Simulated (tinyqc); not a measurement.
Koster-Slater impurity in a tight-binding band, by Green functions and by supercells: one step, computed by the program tinyqc.

One orbital per site, e(k) = -2 t sum cos(k_i) over 3 direction(s), band from -6 t to 6 t, lattice constant 1. One site has the extra energy U. Spin is left out.

Question. The host Green function outside the band. Outside the band G0(E) = (1/pi) int_0^pi dk (2/(pi z)) K(16 t^2/z^2), z = E + 2 t cos k, K the complete elliptic integral with parameter m; 200 Gauss-Legendre points. A bound state solves 1/U = G0(E). Energies: 0.05, 0.2, 0.5, 1, 2, 4 and 8 t beyond the band edge on the side of U, rounded to four digits.

Inputs (values chosen for the exercise, for a model band): hopping t = 2 eV; impurity potential U = 11.5 eV.

Lattice: simple cubic.

Give: Scan on the side of U.

Answer.

Scan on the side of U:
```
E (eV)  G0 (1/eV)  1/U - G0 (1/eV)
12.1       0.1172         -0.03026
12.4       0.1078         -0.02085
13.0       0.0969         -0.00998
14.0       0.0853          0.00169
16.0       0.0705          0.01649
20.0       0.0536          0.03338
28.0       0.0369          0.05006
```

G0 stays finite at the band edge, 0.252731/t in size, so binding needs |U| > 3.957 t.
